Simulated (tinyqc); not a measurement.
Binding against carrier density: donor level screened by free carriers (Yukawa potential).

Screening wave number: Debye ks^2 = 4 pi q n/(eps kB T); Thomas-Fermi ks^2 = 6 pi q n/(eps EF) with EF = c (3 pi^2 n/gv)^(2/3)/m, c = hbar^2/2m0; the two are joined by 1/ks^2 = sqrt(1/ks_D^4 + 1/ks_TF^4). 1e18/cm^3 = 1e-6/angstrom^3, q = e^2/(4 pi eps0).

Potential -(q/(eps r)) exp(-ks r), q = e^2/(4 pi eps0). In units Ry* = Ry m/eps^2 and a* = a0 eps/m the problem is [-Laplacian - 2 exp(-x r)/r] psi = E psi with x = ks a*.

Converged values use 18 functions exp(-z r), z = 1.55^i, i = -11 to 6: S = 2/A^3, H = z_i z_j S - 2/(A + x)^2, A = z_i + z_j.

Constants: e^2/(4 pi eps0) = 14.39964547 eV angstrom; kB = 8.617333262e-05 eV/K; hbar^2/2m0 = 3.80998211 eV angstrom^2.

Parameters, chosen for this exercise (near those of a donor in Ge, with one mean mass; shifted at random, so the results belong to these values and not to a real crystal): m = 0.162 m0 (mass); eps = 15.5 (dielectric constant); gv = 4 (valleys); T = 77 K (temperature); nl = (0.00051, 0.0017, 0.0051, 0.017, 0.051, 0.17, 0.51) x 1e18/cm^3 (densities).

Ry* = 9.1743 meV
a* = 50.631 angstrom

x from the joined ks; converged 1s binding (dash: x above 1.17, at or past the limit 1.19 where the state unbinds).

Results:
```
n (1e18/cm^3)  EF/kB T  1/ks (angstrom)      x  binding (meV)  n^(1/3) a*
0.00051           0.01           1055.7  0.048           8.32       0.040
0.0017            0.02            578.2  0.088           7.67       0.060
0.0051            0.04            333.9  0.152           6.68       0.087
0.017             0.09            183.0  0.277           5.01       0.130
0.051             0.19            106.0  0.478           2.91       0.188
0.17              0.41             58.9  0.860           0.58       0.280
0.51              0.86             35.8  1.413              -       0.405
```

What can be read from this table?

The binding falls from 8.3 to 0.6 meV (bare value 9.2); it passes half the bare value between 0.017 and 0.051 x 1e18/cm^3. The level is unbound, or bound by less than 0.001 Ry*, from 0.51 x 1e18/cm^3 on; as the density rises, it is lost by the time n^(1/3) a* reaches 0.40. x grows with exponent 0.50 in n at the start and 0.45 at the end (1/2 for Debye, 1/6 for Thomas-Fermi screening). The level survives to n^(1/3) a* = 0.28, past the 0.26 of the Mott rule, which corresponds to x = 1 for one valley with degenerate screening; here the level lasts until x = 1.19, the screening is at most the degenerate value, and overlap of donors is left out.

tinyqc: `OMP_NUM_THREADS=1 python tinyqc.py 1252617 1252618 out.jsonl`; about 0.02 s, one thread, shared Intel(R) Xeon(R) Processor @ 2.30GHz.
